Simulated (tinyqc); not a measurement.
## Reflectance at normal incidence against thickness

Normal incidence on air, film (n1) and substrate (N2 = n2 - i k2): r01 = (1 - n1)/(1 + n1), r12 = (n1 - N2)/(n1 + N2), amplitude (r01 + r12 X)/(1 + r01 r12 X), X = exp(-4 pi i n1 d/lam), R its squared modulus, phase from 0 to 360 degrees.

Values chosen for this exercise: wavelength lam = 546.1 nm; index of the transparent film n1 = 1.453; index of the substrate n2 = 4.086; extinction coefficient of the substrate k2 = 0.031.

Reflectance at normal incidence against thickness:
```
d (nm)	R (%)	phase of the reflected amplitude (degrees)
0	36.82	179.8
24	33.78	149.6
48	25.29	114.2
71	15.10	67.78
95	10.17	355.9
119	16.09	286.3
142	26.34	241.7
166	34.36	207.2
190	36.79	177.2
```

What does the table show?

R goes from 36.8 through a minimum of 10.2 (at d = 95 nm among the rows listed) to 36.8 %. At a quarter wave, d = 94.0 nm, R = 10.2 %; for a transparent substrate it would vanish for n1 = sqrt(n2) = 2.02.

Computed by the program tinyqc: `OMP_NUM_THREADS=1 python tinyqc.py 2870186 2870187 out.jsonl`, one thread of a shared Intel Xeon 2.30GHz, about 0.01 s for the whole run.
